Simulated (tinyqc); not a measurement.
Inside a calculation: Kane-Mele model of a buckled honeycomb layer in a normal field. Values are carried at full precision from step to step, so a last printed digit may differ when a step is redone from the rounded ones.

Sublattices A and B lie at +/-b, so the field gives them the energies +/-D, D = e b Ez (in eV for b in angstrom and Ez in V/angstrom); 2 lam is the gap at zero field. Near the valleys tau = +/-1, for spin sz = +/-1: H = hbar v (tau qx sx + qy sy) + m sz_AB with m = D - tau sz lam, hbar v = (sqrt3/2) a t. On the lattice the spin-orbit term is the second-neighbour hopping i (lam/3 sqrt3) nu sz, nu = +/-1 by the sense of the turn. The filled band of one cone contributes tau sign(m)/2 to the Chern number, in the sense Omega = curl of i<u|grad u>. Rashba terms are left out.

Constants: hbar^2/2m0 = 3.80998211 eV angstrom^2.

Inputs chosen for the exercise (of the size used for silicene; not measured data):
- a = 3.8 angstrom (lattice constant)
- t = 1.74 eV (hopping)
- lam = 0.0051 eV (spin-orbit half gap)
- b = 0.25 angstrom (half the buckling height)
- Ez = 0.036 V/angstrom (normal field at the atoms, after screening; 0.01 is 1 MV/cm, and gates reach some 0.05)
- q = 0.015 1/angstrom (distance from K along x)

## The four Dirac masses

Form D, hbar v, and for each flavour m, the gap 2|m|, the band mass 2c|m|/(hbar v)^2 with c = hbar^2/2m0, and the share of the Chern number.

D = 9.000 meV
hbar v = 5.7262 eV angstrom

Flavours:
```
tau  sz  m (meV)  gap (meV)  mass (m0)  share of C
1     1    3.900      7.800    0.00091         0.5
1    -1   14.100     28.200    0.00328         0.5
-1    1   14.100     28.200    0.00328        -0.5
-1   -1    3.900      7.800    0.00091        -0.5
```

## Invariants

C(up) and C(down) are the sums over valleys; spin Chern number (C(up) - C(down))/2; valley number, the sum for tau = +1 less that for tau = -1; Z2 index |C(up)| mod 2; critical field lam/b.

C(up), C(down): 0  0

spin Chern number = 0
valley number = 2
Z2 = 0
critical field = 0.02040 V/angstrom

|D| > lam: all masses share the sign of D, a band insulator with valley Hall response.

## Levels and curvature at distance q

E = sqrt(m^2 + (hbar v q)^2); curvature of the filled band Omega = tau (hbar v)^2 m/(2 E^3).

At q:
```
tau  sz  E (meV)  Omega (angstrom^2)
1     1   85.981               100.6
1    -1   87.042               350.5
-1    1   87.042              -350.5
-1   -1   85.981              -100.6
```

In each valley the two spins differ by 1.061 meV, with opposite order in the other valley.

## Checks

- Curvature formula against a plaquette: both 100.6.

Run: tinyqc, `OMP_NUM_THREADS=1 python tinyqc.py 1452033 1452034 out.jsonl`; Intel(R) Xeon(R) Processor @ 2.30GHz, one thread, shared host; about 0.01 s of CPU time with all checks.
